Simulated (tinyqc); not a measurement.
Adding salt: a particle near a wafer in liquid: double-layer and van der Waals forces (DLVO), deposition barrier and removal. Computed by tinyqc, a small Python program. Command: `OMP_NUM_THREADS=1 python tinyqc.py 3112686 3112687 out.jsonl dlvo walk`. One thread of a shared host (Intel(R) Xeon(R) Processor @ 2.30GHz), about 0.01 s of CPU time with the checks.

Sphere and flat wall, Derjaguin approximation, constant potentials in the linear-superposition form, no retardation and no hydration force.

Inputs (values chosen for the exercise, of the order of those for alumina on silica in water):
```
quantity,value,unit
particle radius R,17,nm
Hamaker constant A,1.1e-20,J
potential of the particle psi_1,-24,mV
potential of the wafer psi_2,-20,mV
salt concentration c,0.08,mol/L
valence z of the symmetric salt,1,-
temperature T,323,K
dielectric constant of the liquid,69.9,-
```

Constants: e = 1.602176634e-19 C; N_A = 6.02214076e+23 1/mol; eps_0 = 8.8541878128e-12 F/m; k_B = 1.380649e-23 J/K; k_B = 8.617333262e-05 eV/K.

Method:
- kappa^2 = 2 z^2 e^2 N_A (1000 c)/(eps eps_0 k_B T); gamma_i = tanh(z e psi_i/(4 k_B T)); Z = 64 pi eps eps_0 (k_B T/(z e))^2 gamma_1 gamma_2.
- The barrier height is zero when U = 0 and F = 0 together: kappa h = 1 and kappa = 6 Z/(e A), e = 2.718282 here; c follows from kappa^2, with the potentials held fixed.
- U(h) = Z R exp(-kappa h) - A R/(6 h); F(h) = -dU/dh = kappa Z R exp(-kappa h) - A R/(6 h^2), positive for repulsion.
- F = 0 reads x^2 exp(-x) = y with x = kappa h and y = A kappa/(6 Z); the left side peaks at x = 2 with 4/e^2 = 0.5413, so roots exist for smaller y: x < 2 is the barrier, x > 2 the secondary minimum.
- kappa scales as sqrt(c); potentials are held fixed. A dash marks rows without a maximum.

critical concentration = 0.0475564 mol/L

kappa = 0.946651 1/nm

Z = 3.63735 pN

Against the concentration:
```
c (mol/L),Debye length (nm),barrier at (nm),barrier (k_B T),minimum at (nm),minimum (k_B T)
4.76e-06,136.95,8.5723,12.209,1.4053e+03,-4.4886e-03
4.76e-05,43.31,4.9466,10.956,3.8126e+02,-1.6249e-02
4.76e-04,13.69,2.9232,8.810,9.9553e+01,-6.0545e-02
2.38e-03,6.12,2.0826,6.513,3.7486e+01,-1.5598e-01
9.51e-03,3.06,1.6183,3.858,1.5440e+01,-3.6283e-01
2.38e-02,1.94,1.4287,1.739,8.1942e+00,-6.5131e-01
4.28e-02,1.44,1.3719,0.269,5.2462e+00,-9.6544e-01
7.13e-02,1.12,1.4104,-1.024,3.3391e+00,-1.3916e+00
1.43e-01,0.79,-,-,-,-
```

What follows from these numbers?

At low salt the barrier tends to Z R = 13.9 k_B T; it is half of that between 4.8e-4 and 0.0024 mol/L and changes sign at 0.048 mol/L, while the secondary minimum deepens to -0.97 k_B T at 0.9 of that.

Extremes, crossings and ranges named in words are read from the listed rows.
